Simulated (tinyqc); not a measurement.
Inside a calculation. Method: plane-wave Kohn-Sham cycle with exchange-only LDA in a layered model solid. One step of it, computed by the program tinyqc.

Problem. Iteration 1: potential. V_H(G) = 4 pi rho(G)/G^2 for G != 0 (uniform background); v_x = -(3 rho/pi)^(1/3); V = V_ext + V_H + v_x; Fourier components f(G_m) = (1/N) sum_j f(x_j) exp(-i G_m x_j).

A solid whose potential varies along x alone (atomic units):
```
parameter,value
period a,8.200000
cross-section of the cell,32.000000
electrons per cell,4
grid points,16
"plane waves -n..n, n",2
k points,4
V1 in V1 cos(2 pi x/a),-0.790000
```

density at the start, on the grid x_j = j a/N (e/bohr^3): 0.01524390  0.01524390  0.01524390  0.01524390  0.01524390  0.01524390  0.01524390  0.01524390  0.01524390  0.01524390  0.01524390  0.01524390  0.01524390  0.01524390  0.01524390  0.01524390

Give: Potentials on the grid; V(G_m), m = 0, 1, 2, ....

Solution.

Potentials on the grid (hartree):
```
x,V_ext,V_H,v_x,V
0.0000,-0.7900,0.0000,-0.2442,-1.0342
0.5125,-0.7299,0.0000,-0.2442,-0.9740
1.0250,-0.5586,0.0000,-0.2442,-0.8028
1.5375,-0.3023,0.0000,-0.2442,-0.5465
2.0500,0,0.0000,-0.2442,-0.2442
2.5625,0.3023,0.0000,-0.2442,0.0582
3.0750,0.5586,0.0000,-0.2442,0.3144
3.5875,0.7299,0.0000,-0.2442,0.4857
4.1000,0.7900,0.0000,-0.2442,0.5458
4.6125,0.7299,0.0000,-0.2442,0.4857
5.1250,0.5586,0.0000,-0.2442,0.3144
5.6375,0.3023,0.0000,-0.2442,0.0582
6.1500,0,0.0000,-0.2442,-0.2442
6.6625,-0.3023,0.0000,-0.2442,-0.5465
7.1750,-0.5586,0.0000,-0.2442,-0.8028
7.6875,-0.7299,0.0000,-0.2442,-0.9740
```

V(G_m), m = 0, 1, 2, ... (hartree): -0.2442  -0.3950  0.0000  0.0000  0.0000
